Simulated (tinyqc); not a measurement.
Dopants and charged point defects at anneal temperature: Fermi-level effect, clustering and pairing: one step, computed by the program tinyqc.

Boltzmann statistics and full ionisation of active dopants. Energies are counted from the valence band; the defect (a vacancy or self-interstitial) has five charge states, with all degeneracy factors one.

Problem. Charged defects. C_0 = N_s exp(S_f/k_B) exp(-H_f/k_B T). Ratios to the neutral state at E_F = E_i: r_+ = exp((E(+/0) - E_i)/k_B T), r_2+ = r_+ exp((E(2+/+) - E_i)/k_B T), r_- = exp((E_i - E(0/-))/k_B T), r_2- = r_- exp((E_i - E(-/2-))/k_B T); at other E_F state q scales as chi^(-q). The enhancement is sum r_q chi^(-q)/sum r_q. The charge on the defects is left out of neutrality.

Inputs (values chosen for the exercise, with bands modelled on 4H-SiC):

| quantity | value | unit |
|---|---|---|
| anneal temperature T | 1490 | K |
| formation enthalpy of the neutral defect H_f | 5.06 | eV |
| formation entropy S_f | 5.2 | k_B |
| site density N_s | 2.5e+22 | cm^-3 |

Dopant: donor. Second part: clustering of the dopant.

defect levels as fractions of E_g(T): (2+/+), (+/0), (0/-), (-/2-): 0.18  0.31  0.45  0.92

E_g = 2.998959 eV

k_B T = 0.1283983 eV

n_i = 3.388520e+15 cm^-3

E_i = 1.590026 eV

chi = 13291.10

Give: neutral defects C_0; Charge states; all defects, doped; enhancement over intrinsic; mean charge.

Solution.

neutral defects C_0 = 3.478e+07 cm^-3

Charge states:

| state | ratio r | intrinsic (cm^-3) | doped (cm^-3) |
|---|---|---|---|
| 2+ | 1.638e-06 | 5.695e+01 | 3.224e-07 |
| + | 5.840e-03 | 2.031e+05 | 1.528e+01 |
| 0 | 1.000e+00 | 3.478e+07 | 3.478e+07 |
| - | 6.508e+00 | 2.263e+08 | 3.008e+12 |
| 2- | 7.234e-04 | 2.516e+04 | 4.444e+12 |

all defects, doped = 7.453e+12 cm^-3

enhancement over intrinsic = 28516

mean charge = -1.596 e

Doping leaves the neutral state alone and multiplies the total by 28500; the most common state is 2- (in intrinsic material -).
